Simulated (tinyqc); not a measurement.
From results back to parameters: Wannier-Stark ladder of a miniband. Two cases, with inputs chosen for the exercise.

Problem. The lines of a Wannier-Stark ladder are spaced by e F d, and the strengths of the lines j = 1 and j = 0 stand as J_1(x)^2/J_0(x)^2 with x = W/(2 e F d) below the first zero of J_0, 2.405; 1 kV/cm = 0.01 meV/angstrom. Both were computed from hidden F and W.

Case 1.

Values chosen (out of a larger set: near those of an InGaAs/InAlAs superlattice; not measured data): d = 118 angstrom (period).

spacing = 8.968 meV
ratio = 0.385860

Case 2.

Values chosen (out of a larger set: near those of a GaAs/AlGaAs superlattice; not measured data): d = 83 angstrom (period).

spacing = 3.569 meV
ratio = 5.52757

Find: F; x; W.

Solution. J_1/J_0 rises steadily from 0 to infinity on that interval, so the ratio fixes x, and W = 2 x e F d.

Case 1.

F = 7.60 kV/cm
x = 1.059
W = 19.0 meV

Case 2.

F = 4.30 kV/cm
x = 1.961
W = 14.0 meV

Computed by tinyqc, one run a case: `OMP_NUM_THREADS=1 python tinyqc.py N N+1 out.jsonl` with N = 1250070, 1250078; one thread of a shared Intel(R) Xeon(R) Processor @ 2.30GHz, about 0.01 s a run at most.
